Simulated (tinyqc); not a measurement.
# Solid solubility of a dopant against its melt (retrograde solidus), clustering and the electrically active fraction, step by step

A worked calculation. Computed by tinyqc, a small Python program that keeps every step. Command: `OMP_NUM_THREADS=1 python tinyqc.py 3020090 3020091 out.jsonl retro walk`. One thread of a shared host (Intel(R) Xeon(R) Processor @ 2.30GHz), about 0.01 s of CPU time with the checks. Intermediate numbers are printed to about 6 digits and carried at full precision; extremes and crossings named in words are read from the listed rows.

Inputs (values chosen for the exercise, for a model dopant):
```
quantity                                      value        unit
melting point of the host T_m                  1687           K
heat of melting of the host H_f                50.2      kJ/mol
interaction L of the melt                        12      kJ/mol
enthalpy of transfer from melt to solid H      1.04          eV
entropy of transfer S                         -2.57         k_B
site density N0                               5e+22      1/cm^3
temperature T                                  1330           K
total dopant density N_t                    7.7e+20      1/cm^3
atoms per cluster m                               3           -
cluster scale N* at 1273 K                  1.6e+20      1/cm^3
activation energy E_b of the cluster scale     0.25          eV
anneal temperature T_a                         1350           K
mobility mu                                      40  cm^2/(V s)
```

Clustering: clusters of m atoms, electrons left out.

Constants: R = 8.314462618 J/(mol K); k_B = 8.617333262e-05 eV/K; e = 1.602176634e-19 C; N_A = 6.02214076e+23 1/mol.

## Liquidus and solidus at T

x_l and x_s are atom fractions of the dopant in melt and solid; the solid is dilute. Liquidus of the host: R T ln(1 - x_l) + L x_l^2 = -H_f (1 - T/T_m). Distribution: k = x_s/x_l = exp[L (1 - x_l)^2/(R T)] exp(S/k_B - H/(k_B T)), the first factor being the activity coefficient in the melt. Solubility = x_s N0; at T_m x_l = 0.

x_l = 0.813356

distribution coefficient k = 9.10755e-06

x_s = 7.40768e-06

solubility = 3.70384e+17 1/cm^3

k at the melting point = 1.40765e-04

k has changed by a factor 0.065 from its value at T_m, while x_l has grown from 0 to 0.813.

## The retrograde maximum

The largest x_s N0 between 900 K and T_m. For an ideal melt with constant heats the maximum has x_l = H_f/(H + H_f), H in the same units.

temperature of the maximum = 1549.29 K

largest solubility = 8.23990e+17 1/cm^3

x_l there = 0.351629

ideal-melt value H_f/(H + H_f) = 0.333456

The maximum lies 138 K below T_m: above it the melt runs out of dopant, below it k falls as exp(-H/(k_B T)).

## The solidus

The formulas are those given above.

Against temperature:
```
T (K)       x_l            k  solubility (1/cm^3)  over the maximum
1000   0.978521  4.39322e-07          2.14943e+16          0.026086
1100   0.955273  1.31863e-06          6.29824e+16          0.076436
1200   0.914401  3.31042e-06          1.51352e+17          0.183682
1300   0.843639  7.30851e-06          3.08287e+17          0.374139
1400   0.717657  1.49871e-05          5.37781e+17          0.652655
1500   0.493768  3.13837e-05          7.74814e+17          0.940320
1580   0.263442  6.05012e-05          7.96926e+17          0.967155
1640   0.106435  9.84180e-05          5.23758e+17          0.635637
1675   0.025876  1.28760e-04          1.66593e+17          0.202178
```

Between the first rows the Arrhenius energy of the solubility is 1.02 eV, against H = 1.04 eV; it shrinks to zero at 1549 K and turns negative beyond. A crystal saturated at the maximum precipitates dopant-rich liquid on cooling and on heating alike. Below a eutectic or compound temperature another phase would set the limit.

## Active fraction after the anneal

A highly soluble donor (another dopant than that of the solidus) is limited by clustering. Donors N_a are active, and clusters hold m atoms each: N_t = N_a + m C, m C = N* (N_a/N*)^m, with N*(T) = N*(1273 K) exp[-(E_b/k_B)(1/T - 1/1273)]. Resistivity = 1/(e mu N_a).

N*(T_a) = 1.82210e+20 1/cm^3

active density N_a = 2.57247e+20 1/cm^3

active fraction = 0.334087

resistivity = 0.606567 milliohm cm

Doubling the dose would raise N_a by only 33 %. Caution: this clustering law is a generic form; degeneracy and a doping-dependent mobility are left out.

## Active against total

A highly soluble donor (another dopant than that of the solidus) is limited by clustering. Donors N_a are active, and clusters hold m atoms each: N_t = N_a + m C, m C = N* (N_a/N*)^m, with N*(T) = N*(1273 K) exp[-(E_b/k_B)(1/T - 1/1273)].

Active density (1/cm^3):
```
N_t (1/cm^3)   N_a at T_a  fraction  N_a at T_a + 150 K  N_a at T_a - 150 K
1.00e+19      9.97015e+18  0.997015         9.98052e+18         9.94924e+18
3.00e+19      2.92465e+19  0.974884         2.94970e+19         2.87723e+19
1.00e+20      8.28629e+19  0.828629         8.70658e+19         7.67222e+19
2.00e+20      1.31504e+20  0.657518         1.42861e+20         1.17143e+20
5.00e+20      2.12200e+20  0.424400         2.37492e+20         1.83180e+20
1.00e+21      2.87114e+20  0.287114         3.25313e+20         2.44707e+20
2.00e+21      3.77655e+20  0.188828         4.30998e+20         3.19465e+20
5.00e+21      5.29462e+20  0.105892         6.07445e+20         4.45407e+20
```

The exponent d ln N_a/d ln N_t falls from 0.98 to 0.37, towards 1/m = 0.333. At the highest dose a 150 K hotter anneal gives 1.15 times the active density, and a later step 150 K cooler would cut it to 0.84 if it ran to equilibrium: short hot anneals come last. For ionised donors far above n_i the electrons enter the mass action too and halve the limiting exponent.

Checks made by the program: the ideal-melt maximum (relative difference 1e-09).
